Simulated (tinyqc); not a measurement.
Hexagonal on-chip spiral inductor, lumped pi model: one step of the calculation.

Outer diameter do = di + 2 n wd + 2 (n - 1) sp, mean da = (do + di)/2, fill p = (do - di)/(do + di), length l = 3.464 n da. L = 2.33 mu0 n^2 da/(1 + 3.82 p), mu0 = 4 pi 1e-7 H/m. Rs = rho l/(wd delta (1 - exp(-th/delta))), delta = sqrt(rho/(pi f mu0)). Cs = n wd^2 eps0 eo/hu across the coil. At each end Cox = l wd eps0 eo/(2 ho) leads to the substrate branch Rsi = 2 rs he/(l wd) in parallel with Csi = l wd eps0 11.7/(2 he). With one end grounded Y = 1/(Rs + i w L) + i w Cs + 1/[1/(i w Cox) + 1/(1/Rsi + i w Csi)], w = 2 pi f; Q = -Im Y/Re Y. Eddy currents in neighbouring turns and in the substrate are left out.

Task. Geometry and model elements. do, l, L, delta, Rs, Cs, Cox, Rsi and Csi as defined.

Parameters, values chosen for the exercise; values of the order met in silicon radio-frequency processes:
```
symbol  value     unit                                     meaning
n         3.5                                      number of turns
wd          8       um                                  line width
sp          3       um                         space between turns
di         80       um                              inner diameter
th        3.4       um                             metal thickness
rho       1.9  uohm cm                           metal resistivity
ho        9.1       um                        oxide below the coil
hu        1.2       um            oxide between coil and underpass
eo          3                   relative permittivity of the oxide
rs         10   ohm cm                       substrate resistivity
he         80       um  effective spreading depth in the substrate
f         2.9      GHz                                   frequency
```

Constants: eps0 = 8.8541878128e-12 F/m. Results are converted to the units shown.

Give: do; l; L; delta; Rs; Cs; Cox; Rsi; Csi.

Result.

do = 151.00 um
l = 1400.3 um
L = 1.9055 nH
delta = 1.2882 um
Rs = 2.7802 ohm
Cs = 4.9583 fF
Cox = 16.350 fF
Rsi = 1428.2 ohm
Csi = 7.2532 fF

Computed by the program tinyqc: `OMP_NUM_THREADS=1 python tinyqc.py 2302064 2302065 out.jsonl`, one thread of a shared Intel Xeon 2.30GHz, about 0.01 s for the whole run.
